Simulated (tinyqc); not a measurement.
# CMOS inverter, nodal equation and switching: effect of the temperature

An n-channel pull-down (bn, VTn) and a p-channel pull-up (bp, VTp) share the input Vin and the output node Vout, which carries the load C. Transistor (EKV form, voltages against the body): I = 2 n b Vt^2 [F(vp - Vs) - F(vp - Vd)] from drain to source, F(v) = ln^2(1 + exp(v/(2 Vt))), vp = (Vg - VT + sg |Vd - Vs|)/n. n-channel bodies are at 0; for the p-channel device all voltages are counted down from Vdd. b in uA/V^2 gives I in uA. Static: In = Ip. Transient: C dVout/dt = Ip - In. No velocity saturation, no gate capacitance beyond C.

VM solves In = Ip with Vin = Vout; VIL and VIH are the inputs of gain -1, NML = VIL - Vout(VIH), NMH = Vout(VIL) - VIH. For a step input the delay to Vdd/2 is tHL = C times the integral of dV/(In - Ip) from Vdd/2 to Vdd at Vin = Vdd, and tLH likewise with Ip - In from 0 to Vdd/2 at Vin = 0. Thresholds, gain factors and n are held fixed.

Values chosen for this exercise:
- Vdd = 1.2 V (supply voltage)
- n = 1.12 (slope factor)
- sg = 0.118 (drain-induced barrier lowering)
- VTn = 0.37 V (n-channel threshold)
- VTp = 0.36 V (p-channel threshold (magnitude))
- bn = 570 uA/V^2 (gain factor of the pull-down transistor)
- bp = 280 uA/V^2 (gain factor of the pull-up transistor)
- C = 1.4 fF (load capacitance)

Constants: q = 1.602176634e-19 C, kB = 1.380649e-23 J/K, Vt = kB T/q. Results are converted to the units shown.

Results:

| T (K) | VM (V) | gain at VM | NML (V) | NMH (V) | tHL (ps) | tLH (ps) |
|---|---|---|---|---|---|---|
| 220 | 0.5563 | -8.475 | 0.3289 | 0.4678 | 3.807 | 7.594 |
| 250 | 0.5562 | -8.475 | 0.3294 | 0.4666 | 3.807 | 7.595 |
| 280 | 0.5561 | -8.475 | 0.3299 | 0.4651 | 3.808 | 7.597 |
| 310 | 0.5560 | -8.474 | 0.3301 | 0.4635 | 3.809 | 7.598 |
| 340 | 0.5557 | -8.474 | 0.3302 | 0.4617 | 3.810 | 7.601 |
| 370 | 0.5554 | -8.474 | 0.3300 | 0.4600 | 3.811 | 7.603 |
| 430 | 0.5547 | -8.471 | 0.3286 | 0.4563 | 3.814 | 7.609 |

Estimate the missing row, T = 400 K.

Computed row:

| T (K) | VM (V) | gain at VM | NML (V) | NMH (V) | tHL (ps) | tLH (ps) |
|---|---|---|---|---|---|---|
| 400 | 0.5551 | -8.473 | 0.3294 | 0.4581 | 3.813 | 7.606 |

With this row back in the table: As T goes from 220 to 430 K, VM stays near 0.556 V, the size of the gain stays near 8.47, tHL stays near 3.81 ps and tLH stays near 7.60 ps. The smaller margin is largest, 0.330 V, at T = 340 K among the rows. In every row the overdrive passes 0.5 V, where velocity saturation, left out here, would lengthen the delays of short devices.

tinyqc, about 0.03 s, one thread, Intel Xeon 2.30GHz (shared host): `OMP_NUM_THREADS=1 python tinyqc.py 2340047 2340048 out.jsonl`
